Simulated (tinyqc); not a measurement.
# Long-channel MOSFET, surface-potential model: two studies

n-channel transistor on a uniformly doped p-type body, gradual-channel approximation, constant mobility, Boltzmann statistics, full ionisation. Potentials are counted from the neutral body; V is the electron quasi-Fermi potential, Vsb at the source and Vsb + Vds at the drain. Charges are magnitudes per area.

Values chosen for this exercise; material values those of a made-up semiconductor:
- T = 300 K (temperature)
- Eg = 1.01 eV (band gap)
- eps_r = 13.5 (relative permittivity of the semiconductor)
- Nc = 3.25e19 cm^-3 (conduction-band density of states at T)
- Nv = 3.38e19 cm^-3 (valence-band density of states at T)
- Na = 1.5e17 cm^-3 (acceptor density of the body)
- eox = 22.3 (relative permittivity of the gate insulator)
- tox = 63 nm (insulator thickness)
- Vfb = -0.79 V (flat-band voltage)
- mu = 150 cm^2/(V s) (channel mobility)
- W = 20 um (gate width)
- L = 2 um (gate length)
- Vsb = 2 V (source-body reverse bias)
- Vds = 0.05 V (drain-source voltage)

Constants: q = 1.602176634e-19 C, kB = 1.380649e-23 J/K, Vt = kB T/q, eps0 = 8.8541878128e-14 F/cm where lengths are in cm. Results are converted to the units shown.

Each table varies one quantity; the others keep the values above.

## Output curve

ni = sqrt(Nc Nv) exp(-Eg/(2 Vt)), Eg in volts; phiF = Vt ln(Na/ni); Cox = eps0 eox/tox; gamma = sqrt(2 q eps0 eps_r Na)/Cox. The surface potential psi at channel potential V solves Vgs + Vsb - Vfb - psi = gamma sqrt(G), G = psi - Vt + Vt exp((psi - 2 phiF - V)/Vt). Charge sheet: Qi = Cox gamma [sqrt(G) - sqrt(psi - Vt)]; I = mu (W/L) [integral of Qi dpsi from psi_0 to psi_L (drift) + Vt (Qi0 - QiL) (diffusion)], with psi_0 at V = Vsb and psi_L at V = Vsb + Vds. Pao-Sah: Qi(V) = (Cox gamma/2) integral from 3 Vt to psi of exp((u - 2 phiF - V)/Vt)/sqrt(G(u, V)) du, and I = mu (W/L) integral of Qi dV from Vsb to Vsb + Vds. Square law: VT = Vfb + 2 phiF + gamma sqrt(2 phiF + Vsb), m = 1 + gamma/(2 sqrt(2 phiF + Vsb)), I = mu Cox (W/L) [(Vgs - VT) v - m v^2/2] with v the smaller of Vds and (Vgs - VT)/m, and zero below VT.

In this table Vgs = 1.89 V.

Output curve:
```
Vds (V),psi_L (V),QiL (nC/cm^2),"I, charge sheet (uA)","I, Pao-Sah (uA)","I, square law (uA)"
0.09,2.937,137.4,20.60,20.81,26.65
0.19,3.029,102.2,38.45,38.84,50.76
0.29,3.117,68.26,51.14,51.67,69.08
0.39,3.201,36.54,58.91,59.52,81.61
0.49,3.269,10.73,62.32,62.95,88.35
0.59,3.295,0.6322,62.94,63.58,89.63
0.69,3.297,0.01408,62.96,63.60,89.63
0.79,3.297,2.946e-4,62.96,63.60,89.63
0.89,3.297,6.156e-6,62.96,63.60,89.63
```

What does the comparison show?

The Pao-Sah current rises from 20.8 to 63.6 uA, while the charge at the drain end falls from 137 to 6.16e-6 nC/cm^2. The current first comes within 1 % of its last value at Vds = 0.59 V among the rows listed; the square law saturates at (Vgs - VT)/m = 0.556 V. Over the last two rows psi_L moves by less than 1 mV: the drain has lost hold of the surface potential, so the current no longer grows. In the last row the charge sheet is 1.0 % below Pao-Sah and the square law 41 % above it. In every row the surface electron density at the source passes 0.3 Nc, where degeneracy and quantisation, left out here, matter.

## Transfer curve from weak to strong inversion

Same model as above.

gm = dI/dVgs of the charge-sheet current.

Results:
```
Vgs (V),"I, charge sheet (uA)","I, Pao-Sah (uA)",drift share (%),gm/I (1/V),"I, square law (uA)"
1,1.281e-4,1.288e-4,0.02200,31.04,0
1.09,0.002095,0.002106,0.3589,31.02,0
1.18,0.03286,0.03304,5.225,29.56,0
1.26,0.2731,0.2750,29.01,22.12,0.5825
1.35,1.208,1.220,62.31,11.73,2.690
1.44,2.685,2.713,78.40,6.727,4.806
1.52,4.199,4.244,85.00,4.673,6.686
1.7,7.890,7.974,91.42,2.679,10.92
```

Estimate the missing row, Vgs = 1.61 V.

Computed row:
```
Vgs (V),"I, charge sheet (uA)","I, Pao-Sah (uA)",drift share (%),gm/I (1/V),"I, square law (uA)"
1.61,6.012,6.076,89.03,3.422,8.802
```

With this row back in the table: The charge-sheet current rises from 1.28e-4 to 7.89 uA. In the first row gm/I is 31.0 1/V, a swing of 74.2 mV a decade, against Vt ln 10 = 59.5 mV a decade for an ideal gate; in the last it is 2.68 1/V. Drift passes half of the current at Vgs = 1.35 V among the rows listed (VT = 1.20 V). The charge sheet departs most from Pao-Sah at Vgs = 1.61 V, where it is 1.1 % below it. In the last row the square law is 37 % above Pao-Sah. At Vgs = 1.7 V the surface electron density at the source passes 0.3 Nc, where degeneracy and quantisation, left out here, matter.

Program tinyqc, `OMP_NUM_THREADS=1 python tinyqc.py 2360009 2360010 out.jsonl`; Intel Xeon 2.30GHz, shared host, one thread, about 0.04 s.
